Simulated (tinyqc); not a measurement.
Implant damage, amorphisation by cascade overlap, and solid-phase epitaxial regrowth: one step, computed by the program tinyqc.

Range and width of the damage are inputs. Dynamic annealing enters only through the surviving share f.

Problem. The amorphous layer. Displaced share x(z) = f nu Q exp(-(z - R_d)^2/(2 s_d^2))/(sqrt(2 pi) s_d N); the layer is amorphous where x > x_c, between R_d -/+ s_d sqrt(2 ln(x_max/x_c)), the upper edge being cut at the surface. Threshold dose Q_c = Q x_c/x_max.

Inputs (values chosen for the exercise, modelled on germanium ions in silicon): atomic density N = 49.9 1/nm^3; depth of the damage peak R_d = 32 nm; width of the damage profile s_d = 21 nm; share of defects that survive f = 0.88; critical displaced share x_c = 0.088; dose Q = 2.7e+14 1/cm^2.

displacements per ion nu = 1068.186

Give: peak displaced share x_max; threshold dose Q_c; upper edge; lower edge.

Solution.

peak displaced share x_max = 0.96624

threshold dose Q_c = 2.4590e+13 1/cm^2

upper edge = 0 nm

lower edge = 77.971 nm

The layer reaches the surface.
